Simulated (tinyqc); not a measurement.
From eps_inf back to core-shell spring k: rigid-ion and shell models of the dielectric response of an ionic crystal. Computed by tinyqc, a small Python program. Command: `OMP_NUM_THREADS=1 python tinyqc.py 3005451 3005452 out.jsonl shell inv`. One thread of a shared host (Intel(R) Xeon(R) Processor @ 2.30GHz), about 0.01 s of CPU time with the checks.

Charges +Z and -Z; 8 nearest neighbours, Madelung constant M = 1.762675, volume per ion pair Omega = 1.539601 d^3. Energy per pair U = -M Z^2 e2/d + 8 A exp(-d/rho), e2 = e^2/(4 pi eps_0). In the shell model the anion is a core of charge Y - Z and a massless shell of charge -Y, joined by the spring k; the repulsion acts on the shell. Each ion feels the Lorentz field E + (4 pi/3) P (Gaussian units).

Inputs (values chosen for the exercise, for a model crystal):

| quantity | value | unit |
|---|---|---|
| nearest-neighbour distance d | 2.15 | angstrom |
| ionic charge Z | 1 | e |
| hardness d/rho | 9.64 | - |
| shell charge size Y | 2.79 | e |
| cation polarisability alpha_+ | 0.47 | angstrom^3 |

Structure: caesium chloride.

Constants: e^2/(4 pi eps_0) = 14.39964548 eV angstrom; 1 eV/angstrom^3 = 160.2176634 GPa.

Method. Zero pressure fixes 8 A exp(-d/rho) = M Z^2 e2 rho/d^2. Then U = -(M Z^2 e2/d)(1 - rho/d), B = M Z^2 e2 (d/rho - 2)/(9 Omega d), and the spring of one sublattice against the other is R = (1/3) x (Laplacian of the repulsion summed over neighbours) = M Z^2 e2 (d/rho - 2)/(3 d^3), so R = 3 B Omega/d^2. Eliminating the shell gives the anion polarisability alpha_- = Y^2 e2/(k + R), the Szigeti charge Z_S = Z - Y R/(k + R) and the softened spring R' = k R/(k + R). With b = 4 pi (alpha_+ + alpha_-)/(3 Omega): eps_inf = (1 + 2b)/(1 - b) (Clausius-Mossotti); Born charge Z* = Z_S (eps_inf + 2)/3.

Problem. A run gave the result below. Find the core-shell spring k, known to lie between 68 and 160 eV/angstrom^2.

eps_inf = 3.557259

Solution.

Each step takes the trial c = (a f_b - b f_a)/(f_b - f_a), f being the result less the target and a, b, c the logarithms of the listed values; c replaces end b, the old b replaces a if the sign of f changed, and otherwise f_a is halved.

Scan of the range:

| core-shell spring k (eV/angstrom^2) | eps_inf |
|---|---|
| 68.0 | 4.52915 |
| 78.4 | 3.88320 |
| 90.4 | 3.40851 |
| 104.0 | 3.05346 |
| 120.0 | 2.77120 |
| 139.0 | 2.54238 |
| 160.0 | 2.36653 |

False position (Illinois rule, in the logarithm of the input) inside the bracket:

| step | end a | end b | trial | eps_inf |
|---|---|---|---|---|
| 1 | 78.4000 | 90.4000 | 86.4543 | 3.54282 |
| 2 | 78.4000 | 86.4543 | 85.7690 | 3.56804 |
| 3 | 86.4543 | 85.7690 | 86.0613 | 3.55721 |
| 4 | 85.7690 | 86.0613 | 86.0600 | 3.55726 |
| 5 | 85.7690 | 86.0600 | 86.0600 | 3.55726 |
| 6 | 86.0600 | 86.0600 | 86.0600 | 3.55726 |

eps_inf falls at every point of a 13-point scan of the range (every second point is shown), so one value fits; it is bracketed by 78.4 and 90.4. Answer: core-shell spring k = 86.06 eV/angstrom^2.
